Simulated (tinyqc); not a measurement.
# p-type polysilicon, carrier trapping at grain boundaries: effect of the temperature

One-dimensional grains of size Lg, uniform ionised doping N, monovalent traps Qt at each boundary at a depth Et below (for electrons) or above (for holes) the band edge there, abrupt depletion of width W on each side of a boundary, Boltzmann statistics. xi is the distance from the band edge at the grain centre to the Fermi level. Trapped charge Qt/(1 + exp((xi + VB - Et)/Vt)) = 2 N W, barrier VB = q N W^2/(2 eps0 eps_r).

NB is given at 400 K and scales as (T/400 K)^1.5. If the trap equation with xi = Vt ln(NB/N) has a root W < Lg/2, the grain is partly depleted; otherwise W = Lg/2 and the trap equation gives xi = Et - VB + Vt ln(Qt/(N Lg) - 1). N* = Qt/Lg. n0 = NB exp(-xi/Vt); mean density n0 (1 - 2 W/Lg) by charge balance in a partly depleted grain, and n0 (sqrt(pi)/2) erf(u)/u with u = sqrt(VB/Vt) in a fully depleted one; v = sqrt(kB T/(2 pi ms m0)); barrier resistivity Vt exp(VB/Vt)/(q fe n0 v Lg); grain resistivity (1 - 2 W/Lg)/(q n0 mug); effective mobility 1/(q mean density total resistivity). Rows with xi above 0.45 V, towards mid-gap, are left out, since the other carrier type is ignored.

Values chosen for this exercise; values of the order met in polycrystalline silicon: relative permittivity eps_r = 11.7; valence-band density of states at the reference temperature NB = 4.08e19 cm^-3; grain size Lg = 19 nm; trap density of a grain boundary Qt = 9.6e11 cm^-2; depth of the trap level from the majority band edge at the boundary Et = 0.35 eV; mass for thermionic emission ms = 0.36 m0; correction factor of the emission rate fe = 0.12; doping N = 3.4e17 cm^-3.

Constants: q = 1.602176634e-19 C, kB = 1.380649e-23 J/K, m0 = 9.1093837015e-31 kg, Vt = kB T/q, eps0 = 8.8541878128e-14 F/cm where lengths are in cm. Results are converted to the units shown.

The same in every row: N/N* = 0.6729; depleted share 2 W/Lg = 1.000; VB (V) = 0.02373.

Results:
```
T (K)  xi (V)  mean density (cm^-3)  resistivity (ohm cm)  effective mobility (cm^2/(V s))
200    0.3138              1.215e11               2.867e6                            17.92
240    0.3114              3.955e12               8.096e4                            19.50
280    0.3089              4.943e13                  6185                            20.41
320    0.3064              3.380e14                 882.9                            20.91
360    0.3039              1.541e15                 191.5                            21.15
440    0.2989              1.464e16                 20.15                            21.16
```

Estimate the missing row, T = 400 K.

Computed row:
```
T (K)  xi (V)  mean density (cm^-3)  resistivity (ohm cm)  effective mobility (cm^2/(V s))
400    0.3014              5.275e15                 55.79                            21.21
```

With this row back in the table: As T goes from 200 to 440, VB stays at 0.0237 V, the resistivity falls from 2.87e6 to 20.1 ohm cm and the effective mobility goes from 17.92 through a maximum of 21.21 (at T = 400 among the rows listed) to 21.16 cm^2/(V s). The activation energy kB ln(rho1/rho2)/(1/T1 - 1/T2) is 0.369 eV between the first two rows and 0.386 eV between the last two; mug is held fixed. For T = 280, 320, 360, 400, 440 VB is below Vt, where abrupt depletion and thermionic emission are rough.

tinyqc, about 0.01 s, one thread, Intel Xeon 2.30GHz (shared host): `OMP_NUM_THREADS=1 python tinyqc.py 2830253 2830254 out.jsonl`
